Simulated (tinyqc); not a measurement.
Worked calculation: inverse iteration on a symmetric matrix. Computed by tinyqc, a small Python program that keeps every step. Settings: method = inverse, shift = 1.03. Command: `OMP_NUM_THREADS=1 python tinyqc.py 20691 20692 out.jsonl` (the two numbers bound the seeds that draw the settings). One thread of a shared host (Intel(R) Xeon(R) Processor @ 2.60GHz), about 0.01 s of CPU time with the checks.

## Step 1

A, lower triangle:
```
           1          2          3         4         5
1   0.071000
2  -0.872000   0.078000
3  -0.741000   0.294000   0.498000
4   0.430000   0.780000   0.538000  1.026000
5  -0.428000  -0.124000  -0.869000  0.365000  1.242000
```

vector v at the start: 0.447214  0.447214  0.447214  0.447214  0.447214

shift = 1.030000

solve (A - shift) w = v; v' = w/|w| with its largest component positive (the first on a tie); lambda = v'^T A v'.

vector after step 1: 0.779978  -0.277024  -0.147331  0.445629  -0.307573

Rayleigh quotient after step 1 = 0.993468

## Step 2

As before.

vector after step 2: 0.724362  -0.209830  -0.154101  0.593100  -0.236127

Rayleigh quotient after step 2 = 0.977829

## Course of the iteration

Stop when the residual |A v - lambda v| is below 1e-9.

Steps:
```
step      lambda  residual
1     0.99346813  1.61e-01
2     0.97782854  9.82e-03
3     0.97770728  7.45e-04
4     0.97770652  5.87e-05
5     0.97770651  4.67e-06
6     0.97770651  3.73e-07
7     0.97770651  2.98e-08
8     0.97770651  2.39e-09
9     0.97770651  1.91e-10
```

all eigenvalues, for comparison: -1.512834  -0.199669  0.977707  1.682426  1.967371

Converged in 9 steps.
